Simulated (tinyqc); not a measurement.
From one set of inputs to another, one input at a time: specific resistance of a metal-semiconductor contact and its transmission-line measurement. Computed by tinyqc, a small Python program. Command: `OMP_NUM_THREADS=1 python tinyqc.py 3006925 3006926 out.jsonl contact ladder`. One thread of a shared host (Intel(R) Xeon(R) Processor @ 2.30GHz), about 0.02 s of CPU time with the checks.

The barrier is parabolic (depletion approximation), energies E are normal energies counted from the band edge in the neutral semiconductor (downwards for holes), and the bias is zero. xi is an input, held fixed when other inputs move.

The inputs printed are set A. Set A is modelled on n-type silicon; the values taken over come from a set modelled on n-type 4H-SiC. Inputs not listed in the table keep their values of set A, so the rows need not describe a real material.

Inputs (values chosen for the exercise, modelled on n-type silicon):
```
quantity                                           value          unit
tunnelling mass m                                    0.3           m_0
permittivity eps                                    11.7             -
Richardson constant A*                               110  A/(cm^2 K^2)
barrier height phi_B                                 0.6            eV
doping N                                         8.2e+20        1/cm^3
Fermi level above the band edge in the bulk, xi     0.29            eV
temperature T                                        500             K
sheet resistance R_sh                                 16           ohm
contact length d                                    0.44    micrometre
contact width W                                      5.3    micrometre
```

Image-force lowering: included.

Constants: hbar = 1.054571817e-34 J s; eps_0 = 8.8541878128e-12 F/m; m_0 = 9.1093837015e-31 kg; k_B = 8.617333262e-05 eV/K; e = 1.602176634e-19 C.

Method:
- E_00 = (e hbar/2) sqrt(N/(eps eps_0 m)); band bending E_b = phi_B + xi; depletion width w = sqrt(2 eps eps_0 E_b/(e^2 N)). Image lowering d_phi = (e^3 N E_b/(8 pi^2 (eps eps_0)^3))^(1/4) (E_b in volts), and E_b - d_phi replaces E_b everywhere except in w.
- WKB transmission for E < E_b, with a = E/E_b: D = exp{-(E_b/E_00) [sqrt(1 - a) - a ln((1 + sqrt(1 - a))/sqrt(a))]}; D = 1 above.
- At zero bias 1/rho_c = (e A*/k_B^2) int D(E) f(E) dE, f = 1/(1 + exp((E - xi)/k_B T)); 200 Gauss-Legendre points from 0 to E_b, and k_B T ln(1 + exp((xi - E_b)/k_B T)) for the part above the barrier; the share of tunnelling is the part below.
- Transmission-line model: transfer length L_T = sqrt(rho_c/R_sh); R_c = (R_sh L_T/W) coth(d/L_T). Limits: rho_c/(W d) for d << L_T, sqrt(rho_c R_sh)/W for d >> L_T.

Each row keeps all changes above it:
```
input moved                            from    to  specific contact resistance rho_c (ohm cm^2)  contact resistance R_c (ohm)  depletion width (nm)
set A                                     -     -                                    4.6532e-10                       0.16280                1.1847
barrier height phi_B (eV)               0.6   1.1                                    1.7201e-09                       0.31314                1.4806
contact length d (micrometre)          0.44  0.92                                    1.7201e-09                       0.31302                1.4806
sheet resistance R_sh (ohm)              16    77                                    1.7201e-09                       0.68668                1.4806
permittivity eps                       11.7   9.7                                    1.1874e-09                       0.57052                1.3481
Richardson constant A* (A/(cm^2 K^2))   110   142                                    9.1982e-10                       0.50214                1.3481
temperature T (K)                       500   300                                    9.5802e-10                       0.51246                1.3481
contact width W (micrometre)            5.3   6.5                                    9.5802e-10                       0.41785                1.3481
```

Where does the difference come from?

Specific contact resistance rho_c goes from 4.65e-10 to 9.58e-10, a factor 2.06 in all. The largest single move comes from barrier height phi_B (a factor 3.70), and permittivity eps works against it (a factor 0.690). Contact resistance R_c goes from 0.163 to 0.418, a factor 2.57 in all. The largest single move comes from sheet resistance R_sh (a factor 2.19), and contact width W works against it (a factor 0.815). Depletion width goes from 1.18 to 1.35, a factor 1.14 in all. The largest single move comes from barrier height phi_B (a factor 1.25), and permittivity eps works against it (a factor 0.911). The single moves hold for this order of the switches; the total does not depend on the order.

Caution (all rows): the barrier is thinner than 1.5 nm, about the spacing of dopants, so a smooth parabolic barrier and WKB are rough.

Extremes, crossings and ranges named in words are read from the listed rows.
